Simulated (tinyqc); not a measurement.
Switching kinetics of a ferroelectric film and the memory window of a ferroelectric gate stack: one step, computed by the program tinyqc.

Fields in MV/cm; 1 microcoulomb/cm^2 over eps_0 is 11.29409 MV/cm. In the stack (metal, ferroelectric, interlayer, channel) the channel is taken as a conductor.

Question. Memory window. Saturated branches: P(E) = P_s tanh[(E -/+ E_c)/(2 delta)], delta = E_c/ln[(1 + P_r/P_s)/(1 - P_r/P_s)]; D = P + eps_0 eps_F E. At threshold the channel charge is negligible, so D = 0 on each branch: (1 - s) P(E) + eps_0 eps_F E = 0, with the screened share s. The rising branch has the root E0 between 0 and E_c; window = 2 E0 t_F; its upper bound is 2 E_c t_F.

Inputs (values chosen for the exercise, for a model film): saturation polarisation P_s = 18 microcoulomb/cm^2; ratio P_r/P_s = 0.88; coercive field E_c = 0.81 MV/cm; permittivity of the ferroelectric eps_F = 34; thickness t_F = 19 nm; share s of P screened by trapped charge = 0.97.

delta = 0.2943811 MV/cm

Give: field E0; memory window; bound 2 E_c t_F; fixed-charge estimate 2 (1 - s) P_r t_F/(eps_0 eps_F).

Answer.

field E0 = 0.1454 MV/cm

memory window = 0.5525 V

bound 2 E_c t_F = 3.078 V

fixed-charge estimate 2 (1 - s) P_r t_F/(eps_0 eps_F) = 0.5998 V

The window is limited by the unscreened charge and lies near the fixed-charge estimate.
